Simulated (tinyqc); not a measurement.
Luttinger-Kohn k.p, four valence bands, step by step. Computed by tinyqc, a small Python program that keeps every step. Settings: g1 = 6.63, g2 = 1.91, g3 = 2.76. Command: `OMP_NUM_THREADS=1 python tinyqc.py 27976 27977 out.jsonl` (the two numbers bound the seeds that draw the settings). One thread of a shared host (Intel(R) Xeon(R) Processor @ 2.60GHz), about 0.01 s of CPU time with the checks.

## Bloch Hamiltonian at k

Luttinger parameters chosen for this model; energies are counted downward from the top of the valence band:
```
parameter     value  unit
g1         6.630000
g2         1.910000
g3         2.760000
```

k point k (1/angstrom): -0.0030  -0.0240  -0.0210

P = c g1 k^2, Q = c g2 (kx^2 + ky^2 - 2 kz^2), R = c sqrt3 [-g2 (kx^2 - ky^2) + 2i g3 kx ky], S = 2 c sqrt3 g3 (kx - i ky) kz, c = hbar^2/2m = 3.809982 eV angstrom^2; rows [P+Q, -S, R, 0], [-S*, P-Q, 0, R], [R*, 0, P-Q, S], [0, R*, S*, P+Q]. The path ends lie at |k| = 0.06 1/angstrom.

H(k) at k (eV), lower triangle (Hermitian):
```
                  3/2             1/2            -1/2    -3/2
3/2            0.0238
1/2   -0.0023-0.0184i          0.0281
-1/2   0.0071-0.0026i          0.0000          0.0281
-3/2           0.0000  0.0071-0.0026i  0.0023+0.0184i  0.0238
```

## Levels at k

Diagonalise the Hermitian matrix.

eigenvalues (eV): 0.0058  0.0058  0.0460  0.0460

## Bands along a path

The same steps at evenly spaced points between the labelled ones.

Bands along the path (eV):
```
k             band 1  band 2  band 3  band 4
[111]         0.0152  0.0152  0.1666  0.1666
[111]-G 0.20  0.0097  0.0097  0.1067  0.1067
[111]-G 0.40  0.0055  0.0055  0.0600  0.0600
[111]-G 0.60  0.0024  0.0024  0.0267  0.0267
[111]-G 0.80  0.0006  0.0006  0.0067  0.0067
G             0.0000  0.0000  0.0000  0.0000
G-[100] 0.20  0.0015  0.0015  0.0057  0.0057
G-[100] 0.40  0.0062  0.0062  0.0229  0.0229
G-[100] 0.60  0.0139  0.0139  0.0516  0.0516
G-[100] 0.80  0.0247  0.0247  0.0917  0.0917
[100]         0.0385  0.0385  0.1433  0.1433
```

## Hole masses

E = c [g1 k^2 -/+ 2 sqrt(g2^2 k^4 + 3 (g3^2 - g2^2)(kx^2 ky^2 + ky^2 kz^2 + kz^2 kx^2))] with c = hbar^2/2m, and m* = hbar^2 k^2 / (2 E).

Masses (electron masses):
```
direction   heavy   light
[100]      0.3559  0.0957
[110]      0.6747  0.0849
[111]      0.9009  0.0823
```
